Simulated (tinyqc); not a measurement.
Out-diffusion of a doped substrate or buried layer into a growing epitaxial film: one step, computed by the program tinyqc.

x is counted from the original substrate surface into the film, whose surface moves as x = v t. Substrate dopant has one diffusivity; the dopant of the film is taken as uniform.

Question. Transition width. After growth and the later budget: l2 = 2 sqrt(D t + (Dt)2); C(x) = (C_s/2) erfc(x/l2) + share x C_s exp(-x/decay length) for x > 0 (autodoping taken as unchanged by the later budget). The transition x_t solves C(x) = C_e, where the total doping is twice the intended value. Usable film = d - x_t. Also give x_t for the erfc term alone, after growth and after the later budget.

Inputs (values chosen for the exercise, modelled on phosphorus in silicon):

| quantity | value | unit |
|---|---|---|
| substrate concentration C_s | 1.3e+19 | 1/cm^3 |
| film doping C_e | 1.1e+15 | 1/cm^3 |
| film thickness d | 5.2 | um |
| growth temperature T | 1025 | C |
| autodoping level at the start, as a share of C_s | 2e-05 | - |
| decay length of autodoping | 0.63 | um |
| later thermal budget (Dt)2 | 4.9e-10 | cm^2 |

Film doping: same type as the substrate.

length l = 0.05205102 um

Give: length l2; x_t after growth, erfc alone; x_t after the later budget, erfc alone; x_t with autodoping; usable film.

Answer.

length l2 = 0.4458 um

x_t after growth, erfc alone = 0.1384 um

x_t after the later budget, erfc alone = 1.185 um

x_t with autodoping = 1.188 um

usable film = 4.012 um

Solid-state diffusion sets the transition. The later budget is 72 times that of the growth. Caution: the substrate doping is comparable to or above the intrinsic density at growth temperature, so the diffusivity may be higher on that side.
